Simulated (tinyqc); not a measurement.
Heavy doping: gap narrowing, degeneracy and the minority density: sweeps and comparisons. A value that a table varies takes the place of the one given here.

F_j(eta) = (1/Gamma(j + 1)) integral_0^infinity x^j dx/(1 + exp(x - eta)), which tends to exp(eta) for eta << 0.

Empirical narrowing (Slotboom form, constants chosen for the exercise; published fits of this form give the apparent narrowing, here it is taken as the true one): dEg = E0 [ln(N/N0) + sqrt(ln(N/N0)^2 + C)].

Majority: N = Nc F_1/2(eta), eta the distance of EF beyond the majority band edge in kT. Degeneracy factor gam = F_1/2(eta)/exp(eta). ni0^2 = Nc Nv exp(-Eg/kT); product n p = ni0^2 gam exp(dEg/kT), dEg the true narrowing; apparent narrowing dEa = dEg + kT ln gam; minority density = n p/N.

Bipolar transistor with N as emitter doping: beta = K (N/NB) exp((dEa_B + dG - dEa_E)/kT), dEa_E = dEg(N) + kT ln gam, dEa_B = dEg(NB). For the sweep in T, Nc is scaled as (T/T0)^(3/2) from its value at T0 = T.

Constants: kB = 8.617333262e-05 eV/K.

Inputs chosen for the exercise (gap and densities of states near those of Si at this temperature; narrowing constants near the fits for Si; the results hold for these values, not for the real material): Eg = 1.132 eV (gap); Nc = 2.85e+19 1/cm^3 (conduction-band density of states); Nv = 1.12e+19 1/cm^3 (valence-band density of states); T = 300 K; E0 = 7.07 meV (narrowing scale); N0 = 1.6e+17 1/cm^3 (onset density); C = 0.5 (smoothing constant); N = 2.4e+19 1/cm^3 (ionised donors, equal to the majority density); NB = 3e+17 1/cm^3 (base doping); K = 1.1 (ratio (D_B W_E)/(D_E W_B)); dG = 0 meV (extra narrowing of the base by alloying).

## Narrowing against degeneracy

N takes the values listed; the last column is N over the factor gam exp(dEg/kT), the doping that a simple model would need to give the same minority density.

Results:
```
N (1/cm^3)    eta      gam  dEg (meV)  dEa (meV)  minority (1/cm^3)  effective doping (1/cm^3)
9.0e+16     -5.76    0.999        2.4        2.3                374                   8.22e+16
3.0e+17     -4.55    0.996       11.1       11.0                157                   1.96e+17
9.0e+17     -3.44    0.989       25.4       25.1               90.2                   3.41e+17
3.0e+18     -2.21    0.964       42.0       41.1               50.2                   6.12e+17
9.0e+18     -1.04    0.895       57.4       54.5               28.1                   1.09e+18
3.0e+19      0.42    0.693       74.3       64.9               12.6                   2.44e+18
9.0e+19      2.22    0.343       89.8       62.1               3.77                   8.14e+18
2.0e+20      4.23    0.102      101.1       42.1              0.784                   3.92e+19
6.0e+20      9.13  0.00229      116.6      -40.6             0.0106                   2.88e+21
```

What does this show?

dEg grows steadily to 116.6 meV, while the apparent value peaks at 64.9 meV for N = 3e+19 and falls to -40.6 meV as the Fermi level enters the band (a negative value is not met in measurements: parabolic bands with a fixed mass overstate the filling). N grows by a factor 33 from the third to the sixth row and the effective doping by 7.2: net of degeneracy, narrowing takes away 79 % of the factor gained by heavier doping.

## Current gain against temperature

Gain:
```
T (K)  beta  beta with dG = 0  without narrowing
150    1.91              1.91               88.0
200    4.61              4.61               88.0
250    7.96              7.96               88.0
300    11.6              11.6               88.0
350    15.2              15.2               88.0
400    18.7              18.7               88.0
450    22.0              22.0               88.0
```

dEa_B + dG - dEa_E at T0 = -52.5 meV

How do the results move?

beta is 1.91 at 150 K and 22 at 450 K, since the net exponent is negative: the emitter has the larger apparent narrowing. At 300 K narrowing and degeneracy change the gain by a factor 0.131.

## What moves the minority density and the gain

All results formed anew. Each row changes one parameter from the base and keeps the others.

Results:
```
case                 dEg (meV)  dEa (meV)  minority (1/cm^3)  beta
base                     71.20      63.59               15.0  11.6
N = 4.8e+19 1/cm^3       80.96      65.91               8.19  21.1
E0 = 8.484 meV           85.44      77.83               26.0  7.27
N0 = 3.2e+17 1/cm^3      61.46      53.85               10.3  13.1
Eg = 1.152 eV            71.20      63.59               6.91  11.6
Nc = 3.7e+19 1/cm^3      71.20      65.33               20.8  10.8
NB = 6e+17 1/cm^3        71.20      63.59               15.0  8.13
```

How do the results move?

The largest shifts from the base row, up to three for each result and ties (the steps differ in size, so this ranks the rows, not the parameters). dEg (meV): E0 +14.24, N +9.76, N0 -9.75; unchanged at the printed digits by Eg, Nc and NB. dEa (meV): E0 +14.24, N0 -9.75, N +2.32; unchanged at the printed digits by Eg and NB. minority (1/cm^3): E0 +11.0, Eg -8.07, N -6.79; unchanged at the printed digits by NB. beta: N +9.58, E0 -4.30, NB -3.44; unchanged at the printed digits by Eg.

Program tinyqc; command `OMP_NUM_THREADS=1 python tinyqc.py 1680514 1680515 out.jsonl`; about 0.01 s on one thread of a shared Intel(R) Xeon(R) Processor @ 2.30GHz.
